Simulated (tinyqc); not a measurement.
Phonon transmission through an interface between two chains by Green functions: one step, computed by the program tinyqc. Command: `OMP_NUM_THREADS=1 python tinyqc.py 3004202 3004203 out.jsonl agf walk`. One thread of a shared host (Intel(R) Xeon(R) Processor @ 2.30GHz), about 0.01 s of CPU time with the checks.

Two semi-infinite chains (masses m_1, m_2; springs k_1, k_2), motion along the chain. The central region holds the end atom of each chain and two interlayer atoms of mass m_b, joined by springs k_b. lambda = omega^2 in eV/(angstrom^2 u); nu = 15.6333042 THz x sqrt(lambda).

Task: Transmission at the probe frequency. A = lambda M - K - Sigma over the central atoms, with K_ii the sum of the springs at i, K_(i,i+1) = -k_b; G = inverse of A; transmission = Gamma_1 Gamma_2 |G_(first,last)|^2.

Atoms in the interlayer: two.

A (complex symmetric) (eV/angstrom^2):
```
                   end of 1   layer 1   layer 2           end of 2
end of 1  -4.00461+6.93530i  11.20000   0.00000            0.00000
layer 1            11.20000  -2.86965  11.20000            0.00000
layer 2             0.00000  11.20000  -2.86965           11.20000
end of 2            0.00000   0.00000  11.20000  -3.85042+9.31674i
```

Gamma_1 = 13.87060 eV/angstrom^2

Gamma_2 = 18.63348 eV/angstrom^2

Give: G_(first,last); transmission.

Result:

G_(first,last) = -0.04978+0.03560i angstrom^2/eV

transmission = 0.9680
